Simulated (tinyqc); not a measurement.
Inside a calculation: hydrogenic donor in a hard-walled well (variational). Values are carried at full precision from step to step, so a last printed digit may differ when a step is redone from the rounded ones.

Constants: Ry = 13.60569312 eV; a0 (Bohr radius) = 0.5291772105 angstrom; hbar^2/2m0 = 3.80998211 eV angstrom^2; e^2/(4 pi eps0) = 14.39964547 eV angstrom.

Values chosen for the exercise (near those of Si, with one mean mass; the results hold for these values, not for the real material):
```
symbol  value                         unit      meaning
m       0.311                         m0        mass
eps     11.8                                    dielectric constant
L       59                            angstrom  well width
zi      0                             angstrom  position of the donor from the centre
lam     15                            angstrom  trial length
lams    (11, 14, 17, 20, 24, 29, 37)  angstrom  trial lengths
```

## Bulk donor

Ry* = Ry m/eps^2, a* = a0 eps/m, and the subband energy c (pi/L)^2/m with c = hbar^2/2m0.

Ry* = 30.389 meV
a* = 20.08 angstrom
subband energy = 34.73 meV

## One trial length

Trial function cos(pi z/L) exp(-r/lam), r measured from the donor at zi, walls at +/- L/2, one eps everywhere. Counted from the lowest subband, E(lam) = c/(m lam^2) - (q/eps) I0/I1, with I0 the integral of cos^2(pi z/L) exp(-2|z - zi|/lam) over the well and I1 the same with the factor (|z - zi| + lam/2); c = hbar^2/2m0, q = e^2/(4 pi eps0). The binding energy is -E at the minimum.

Evaluate I0, I1 and both terms.

I0 = 12.022 angstrom
I1 = 151.4 angstrom^2
kinetic term = 54.448 meV
Coulomb term = -96.920 meV
E = -42.472 meV

## Scan and minimum

E for each trial length, then the minimum.

Scan:
```
lam (angstrom)  kinetic (meV)  Coulomb (meV)  E (meV)
11                    101.246       -124.851  -23.605
14                     62.504       -102.437  -39.933
17                     42.390        -87.758  -45.368
20                     30.627        -77.269  -46.643
24                     21.269        -67.072  -45.803
29                     14.567        -57.919  -43.352
37                      8.949        -47.877  -38.928
```

best lam = 20.3 angstrom
binding energy = 46.65 meV
in Ry* = 1.535

At L = 2.94 a* this donor is bound more strongly than in the bulk.

## Checks

- Binding at the centre of a very wide well (200 a*) against Ry*, meV: 30.40 against 30.39.
- Binding in a very thin well (a*/2000) against 4 Ry*, meV: 121.5 against 121.6.

Computed by tinyqc, a small Python program: `OMP_NUM_THREADS=1 python tinyqc.py 1251370 1251371 out.jsonl` (the numbers bound the seed that draws the inputs); one thread of a shared host (Intel(R) Xeon(R) Processor @ 2.30GHz), about 0.02 s for the whole set of steps.
